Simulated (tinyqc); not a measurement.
From equivalent time, total back to ramp rate: rapid thermal processing of a wafer: radiative balance, ramp and cooling, pattern effects, pyrometer error and spike budget. Computed by tinyqc, a small Python program. Command: `OMP_NUM_THREADS=1 python tinyqc.py 3110540 3110541 out.jsonl rtp inv`. One thread of a shared host (Intel(R) Xeon(R) Processor @ 2.30GHz), about 0.1 s of CPU time with the checks.

The wafer is opaque and uniform through its thickness unless said otherwise; temperatures in formulas are in kelvin (C + 273.15). sigma = 5.670374419e-12 W/(cm^2 K^4).

Inputs (values chosen for the exercise, modelled on a hot silicon wafer):
```
quantity                                              value         unit
wafer thickness d                                       625   micrometre
heat capacity per volume C                             2.19   J/(cm^3 K)
thermal conductivity k                                  0.3     W/(cm K)
emissivity eps of each face                            0.61            -
reflectivity of the chamber walls r                    0.52            -
gas heat-transfer coefficient h, both faces together    1.2  mW/(cm^2 K)
wall temperature T_w                                    350            K
process temperature                                     816            C
starting temperature                                    500            C
activation energy of the process E_a                   1.24           eV
```

Constants: k_B = 8.617333262e-05 eV/K.

Method:
- Effective emissivity between parallel grey plates: eps_eff = 1/(1/eps + 1/(1 - r) - 1). Loss per area q(T) = 2 eps_eff sigma (T^4 - T_w^4) + h (T - T_w).
- Absorbed power during a ramp = q(T) + C d x ramp rate; thermal time constant tau = C d/(dq/dT), dq/dT = 8 eps_eff sigma T^3 + h; natural cooling rate q/(C d); front-to-back difference under one-sided heating at the end of the ramp = (absorbed power) d/(2 k).
- Cooling with the lamps off: C d dT/dt = -q(T), integrated adaptively (relative tolerance 1e-10).
- Spike anneal: linear ramp to the peak, then lamps off. Equivalent time at the peak = int exp(-(E_a/k_B)(1/T - 1/T_peak)) dt; estimate (k_B T^2/E_a)(1/ramp rate + 1/cooling rate). The ramp part uses 4000 trapezoid steps, the cooling part 4000 steps over 4 tau.
- Time within 50 K of the peak from the same curves.

Problem. A run gave the result below. Find the ramp rate, known to lie between 130 and 220 K/s.

equivalent time, total = 2.317755 s

Solution.

Each step takes the trial c = (a f_b - b f_a)/(f_b - f_a), f being the result less the target and a, b, c the logarithms of the listed values; c replaces end b, the old b replaces a if the sign of f changed, and otherwise f_a is halved.

Scan of the range:
```
ramp rate (K/s)  equivalent time, total (s)
130                                 2.46411
142                                 2.41731
155                                 2.37479
169                                 2.33632
185                                 2.29948
202                                 2.26673
220                                 2.23757
```

False position (Illinois rule, in the logarithm of the input) inside the bracket:
```
step    end a    end b    trial  equivalent time, total (s)
1     169.000  185.000  176.881                     2.31734
2     169.000  176.881  176.535                     2.31814
3     176.881  176.535  176.700                     2.31775
4     176.535  176.700  176.700                     2.31775
```

Equivalent time, total falls at every point of a 13-point scan of the range (every second point is shown), so one value fits; it is bracketed by 169 and 185. Answer: ramp rate = 176.7 K/s.
